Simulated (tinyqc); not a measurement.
Fitting sp3s* parameters to three gaps by Newton steps: sweeps and comparisons. A value that a table varies takes the place of the one given here.

sp3s* tight binding, nearest neighbours only: anion (a) at 0, cation (c) at a/4 (1,1,1), orbitals s, px, py, pz, s* on each; k in units of 2 pi/a. With phases e_j = exp(i (pi/2) k.n_j) for n = (1,1,1), (1,-1,-1), (-1,1,-1), (-1,-1,1): g0 = (e1+e2+e3+e4)/4, g1 = (e1+e2-e3-e4)/4, g2 = (e1-e2+e3-e4)/4, g3 = (e1-e2-e3+e4)/4. The diagonal holds the levels Esa, Epa, Exa (s*) and Esc, Epc, Exc. Anion-cation block: <sa|sc> = Vss g0; <sa|xc> = Vsapc g1; <xa|sc> = -Vscpa g1; <xa|xc> = Vxx g0; <xa|yc> = <ya|xc> = Vxy g3, <xa|zc> = <za|xc> = Vxy g2, <ya|zc> = <za|yc> = Vxy g1; <s*a|xc> = Vxapc g1; <xa|s*c> = -Vpaxc g1; y and z take g2 and g3 in place of g1; s-s* and s*-s* vanish.

Gaps are level 5 at Gamma, X = (1,0,0) and L = (1/2,1/2,1/2) less level 4 at Gamma; no spin-orbit coupling. Free parameters: Esc, Vsapc and Exc. H is linear in them, so by Hellmann-Feynman J_ij = <u|dH/dp_j|u> for level 5 at point i less the same for level 4 at Gamma. Newton: p(new) = p + J^-1 (target - gaps); stop when all misses are below 1e-7 eV.

Constants: hbar^2/2m0 = 3.80998211 eV angstrom^2.

Parameters, chosen for this exercise (out of a larger set: near a published set for GaP, fitted to gaps, whose masses and valley positions are rough; not measured data): p = (-8.078, 1.131, -2.186, 4.138, 8.525, 7.138, -7.425, 2.142, 5.146, 4.27, 6.358, 4.644, 5.128) eV (start, order Esa, Epa, Esc, Epc, Exa, Exc, Vss, Vxx, Vxy, Vsapc, Vscpa, Vxapc, Vpaxc); tg = (2.6487, 2.2199, 2.1775) eV (target gaps at Gamma, X, L); a = 5.455 angstrom (lattice constant).

## Equal gaps, different models

The same three targets are met with other triples of free parameters (those for which Newton converges within 3 eV of the start). Not fitted: level 5 at K = (3/4,3/4,0) above Ev, the spacing of levels 6 and 5 at X, the depth of level 2 at X below Ev, the valence width at Gamma, and the mass c q^2/(E(q) - E(0)) of level 5 along [100], q = 0.002 (2 pi/a), c = hbar^2/2m0.

Unfitted results:

| free parameters | largest change (eV) | K (eV) | X spacing (eV) | level 2 at X (eV) | valence width (eV) | mass (m0) |
|---|---|---|---|---|---|---|
| start | 0.000 | 2.372 | 0.518 | 7.830 | 13.138 | 0.2482 |
| Vss, Vxapc, Vpaxc | 1.146 | 2.170 | 0.063 | 8.199 | 12.948 | 0.2219 |
| Esc, Vxapc, Vpaxc | 0.541 | 2.202 | 0.225 | 8.139 | 13.227 | 0.2269 |
| Vss, Vsapc, Vpaxc | 0.590 | 2.210 | 0.310 | 8.010 | 12.948 | 0.2313 |
| Esa, Vxapc, Vscpa | 0.618 | 2.219 | 0.444 | 7.513 | 13.565 | 0.2497 |
| Vss, Exa, Exc | 1.627 | 2.172 | 0.053 | 7.919 | 12.948 | 0.2219 |
| Esc, Vsapc, Exc | 0.298 | 2.222 | 0.525 | 7.984 | 13.227 | 0.2367 |

What does this show?

All fitted rows have the same three gaps, yet they spread by 52 meV at K, 471 meV in the X spacing, 686 meV in level 2 at X, 618 meV in the valence width and 12.0 % in the mass. The smallest change of parameters, 0.298 eV, is that of Esc, Vsapc, Exc. A fit fixes what it was given and leaves the rest to the choice of free parameters.

## How errors in the targets pass to the parameters

J:
```
           Esc    Vsapc      Exc
Gamma  0.68440  0.00000  0.00000
X      0.00000  0.47030  0.00000
L      0.37475  0.34029  0.05295
```

The gaps at Gamma, X and L of an sp3s* model are fitted with Esc, Vsapc and Exc; J holds the derivatives of the gaps by these parameters at the start. The change of each parameter for +10 meV on one target is 10 J^-1, in meV.

Shifts (meV):

| target raised | Esc | Vsapc | Exc |
|---|---|---|---|
| Gamma | 14.6 | 0.0 | -103.4 |
| X | 0.0 | 21.3 | -136.7 |
| L | 0.0 | 0.0 | 188.9 |

root sum of squares (meV): Esc 14.6, Vsapc 21.3, Exc 255.0

What does this show?

Independent errors of 10 meV leave Exc least certain (255 meV) and Esc best fixed (14.6 meV). The largest single entry, 189 meV, comes from the target at L.

(tinyqc, `OMP_NUM_THREADS=1 python tinyqc.py 1481341 1481342 out.jsonl`, Intel(R) Xeon(R) Processor @ 2.30GHz, 1 thread, shared host, about 0.1 s.)
